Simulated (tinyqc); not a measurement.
Luttinger-Kohn k.p, four valence bands, step by step. One step of it, computed by the program tinyqc.

Task: Hole masses. E = c [g1 k^2 -/+ 2 sqrt(g2^2 k^4 + 3 (g3^2 - g2^2)(kx^2 ky^2 + ky^2 kz^2 + kz^2 kx^2))] with c = hbar^2/2m, and m* = hbar^2 k^2 / (2 E).

Luttinger parameters chosen for this model; energies are counted downward from the top of the valence band:
```
parameter,value,unit
g1,14.840000,
g2,2.850000,
g3,5.820000,
```

Give: Masses.

Result:

Masses (electron masses):
```
direction,heavy,light
[100],0.1094,0.0487
[110],0.2291,0.0395
[111],0.3125,0.0378
```
